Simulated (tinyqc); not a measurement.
# Input admittance of a MOSFET at zero drain bias: distributed channel and distributed gate: effect of the gate overdrive

Source and drain grounded, strong inversion, w = 2 pi f, Cox = eps0 eox/tox. The channel is an RC line of resistance 1/(mu Cox Vo) per square fed from both ends, so one finger has the intrinsic admittance y = i w Cox L tanh(g)/g per width, g = (1/2) sqrt(i w tau), tau = L^2/(mu Vo). The vertical resistance rv/L is in series with y, the overlaps 2 i w Cov in parallel: y_t = 1/(1/y + rv/L) + 2 i w Cov. The gate strip is a line of Rsh/L per length loaded by y_t, so a finger has Y = y_t Wf tanh(k)/k, k = (Wf/sd) sqrt(y_t Rsh/L); the device has Nf Y.

Low-frequency limits, with c = Cox L and ct = c + 2 Cov: R_strip = Rsh Wf/(3 sd^2 L Nf), R_ch = (c/ct)^2 L/(12 mu Cox Vo Wf Nf), R_vert = (c/ct)^2 rv/(L Wf Nf), C = ct Wf Nf. Z = 1/(Nf Y) = R + 1/(i w C), Q = |Im Z|/R, far-point signal |1/cosh k|.

Inputs (values chosen for the exercise); values of the order met in silicon radio-frequency transistors:
```
symbol  value        unit                                                                 meaning
eox       3.9              relative permittivity of the gate insulator (close to silicon dioxide)
tox       2.3          nm                                                     insulator thickness
L       0.072          um                                                          channel length
Wf        1.4          um                                                            finger width
Nf          1                                                                   number of fingers
mu        350  cm^2/(V s)                                                        channel mobility
Rsh        21  ohm/square                                            sheet resistance of the gate
rv          0    ohm um^2                                  vertical resistivity of the gate stack
sd          1                                       number of ends at which a finger is contacted
Cov       0.2       fF/um                             overlap and fringe capacitance on each side
f          46         GHz                                                               frequency
```

Constants: eps0 = 8.8541878128e-14 F/cm where lengths are in cm. Results are converted to the units shown.

Result of one run:
```
Vo (V),w tau,|k|,R (ohm),low-frequency R (ohm),C (fF),Q,signal at the far point
0.65,0.06586,0.4947,142.7,142.8,2.071,11.71,0.9946
```

What becomes of these results when the gate overdrive Vo is changed from 0.65 to 1.1 V, all else the same?

Result of the changed run:
```
Vo (V),w tau,|k|,R (ohm),low-frequency R (ohm),C (fF),Q,signal at the far point
1.1,0.03892,0.4947,140.0,140.1,2.071,11.93,0.9948
```

The whole series:
```
Vo (V),w tau,|k|,R (ohm),low-frequency R (ohm),C (fF),Q,signal at the far point
0.2,0.2140,0.4946,157.8,157.8,2.070,10.59,0.9935
0.35,0.1223,0.4947,148.5,148.5,2.071,11.26,0.9941
0.5,0.08562,0.4947,144.7,144.8,2.071,11.54,0.9944
0.65,0.06586,0.4947,142.7,142.8,2.071,11.71,0.9946
0.8,0.05351,0.4947,141.5,141.5,2.071,11.81,0.9947
0.95,0.04506,0.4947,140.6,140.7,2.071,11.88,0.9947
1.1,0.03892,0.4947,140.0,140.1,2.071,11.93,0.9948
1.25,0.03425,0.4947,139.5,139.6,2.071,11.98,0.9948
```

As Vo goes from 0.2 to 1.25, R falls from 158 to 140 ohm, C stays near 2.07 fF and Q rises from 10.6 to 12.0. Only the channel term depends on Vo.

tinyqc, about 0.01 s, one thread, Intel Xeon 2.30GHz (shared host): `OMP_NUM_THREADS=1 python tinyqc.py 2262019 2262020 out.jsonl`
